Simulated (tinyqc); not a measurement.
# Worked calculation: MOSFET in the linear regime without short-channel effects, parameter extraction from computed curves

tinyqc, about 0.01 s, one thread, Intel Xeon 2.30GHz (shared host): `OMP_NUM_THREADS=1 python tinyqc.py 2210030 2210031 out.jsonl` Printed values are rounded.

Inversion charge Q = Cox n Vt W0(exp((Vg - VT)/(n Vt))), W0 the Lambert function and n = nf; u = Q/Cox; mobility mu = mu0/(1 + th1 u + th2 u^2); channel resistance Rch = (L - dL)/(W mu Q); Id = Vd/(Rch + Rsd/W). Cox = eps0 eox/tox. Small Vd, no channel-length or drain effects.

Inputs (values chosen for the exercise); channel values of the order met in silicon transistors: temperature T = 77 K; relative permittivity of the gate insulator (close to hafnium oxide) eox = 21.8; insulator thickness tox = 9 nm; low-field mobility mu0 = 340 cm^2/(V s); first mobility attenuation factor th1 = 0.48 1/V; second mobility attenuation factor th2 = 0 1/V^2; threshold voltage VT = 0.29 V; body factor nf = 1.39; gate width W = 10 um; drawn gate length L = 0.24 um; drawn less effective length dL = 0.013 um; source plus drain resistance Rsd = 150 ohm um; drain voltage Vd = 0.025 V.

Constants: q = 1.602176634e-19 C, kB = 1.380649e-23 J/K, Vt = kB T/q, eps0 = 8.8541878128e-14 F/cm where lengths are in cm. Results are converted to the units shown.

## Transfer curve

| point | Vg (V) |
|---|---|
| 0 | 0.09 |
| 1 | 0.19 |
| 2 | 0.29 |
| 3 | 0.39 |
| 4 | 0.49 |
| 5 | 0.59 |
| 6 | 0.69 |
| 7 | 0.79 |
| 8 | 0.89 |
| 9 | 0.99 |

u, mu, Rch and Id as defined.

| point | u (V) | mu (cm^2/(V s)) | Rch (ohm) | Id (uA) |
|---|---|---|---|---|
| 0 | 3.526734e-12 | 340 | 8.826968e12 | 2.832230e-9 |
| 1 | 1.803504e-7 | 340.0000 | 1.726105e8 | 1.448347e-4 |
| 2 | 0.005230837 | 339.1485 | 5966.259 | 4.179722 |
| 3 | 0.08006739 | 327.4166 | 403.7446 | 59.70226 |
| 4 | 0.1729636 | 313.9362 | 194.9247 | 119.0903 |
| 5 | 0.2688940 | 301.1330 | 130.7144 | 171.5684 |
| 6 | 0.3660492 | 289.1885 | 99.98680 | 217.4163 |
| 7 | 0.4638649 | 278.0833 | 82.05342 | 257.5901 |
| 8 | 0.5620934 | 267.7577 | 70.32549 | 292.9957 |
| 9 | 0.6606039 | 258.1449 | 62.06667 | 324.3944 |

## Threshold and mobility at the peak transconductance

gm_i = (Id_(i+1) - Id_(i-1))/(Vg_(i+1) - Vg_(i-1)); at the point j of largest gm the tangent meets the axis at V_ext = Vg_j - Id_j/gm_j; field-effect mobility gm_j L/(W Cox Vd) with the drawn L.

| point | gm (uS) |
|---|---|
| 1 | 20.89861 |
| 2 | 298.5106 |
| 3 | 574.5529 |
| 4 | 559.3309 |
| 5 | 491.6298 |
| 6 | 430.1083 |
| 7 | 377.8971 |
| 8 | 334.0217 |

j = 3
V_ext = 0.2860892 V
field-effect mobility = 257.1808 cm^2/(V s)

V_ext is 3.9 mV below the model VT, and the mobility so found is 28 % below mu0 L/(L - dL) = 359 cm^2/(V s), the value for the drawn L; attenuation, series resistance and the slow approach of Q to a straight line all lower the peak gm.

## The Y function

Y_i = Id_i/sqrt(gm_i). For Id = beta Vd x/(1 + th x), x = Vg - VT, Y = sqrt(beta Vd) x whatever th. Slope s from points 5 and 8; VT_Y = Vg - Y/s at point 8; beta = s^2/Vd; mobility beta L/(W Cox) with the drawn L; th* = (beta Vd x/Id - 1)/x at point 8.

| point | Y (uA^0.5 V^0.5) |
|---|---|
| 1 | 3.168211e-5 |
| 2 | 0.2419177 |
| 3 | 2.490725 |
| 4 | 5.035493 |
| 5 | 7.737814 |
| 6 | 10.48342 |
| 7 | 13.25081 |
| 8 | 16.03149 |

s = 27.64559 uA^0.5 V^-0.5
VT_Y = 0.3101067 V
beta = 30571.14 uA/V^2
mobility from Y = 342.1056 cm^2/(V s)
th* = 0.8840422 1/V

The mobility from Y is 4.8 % below mu0 L/(L - dL) = 359 cm^2/(V s), which it should reach in deep inversion when th2 = 0. th* compares with th1 + mu0 Cox Rsd/(L - dL) = 0.962 1/V, since series resistance enters like th1.
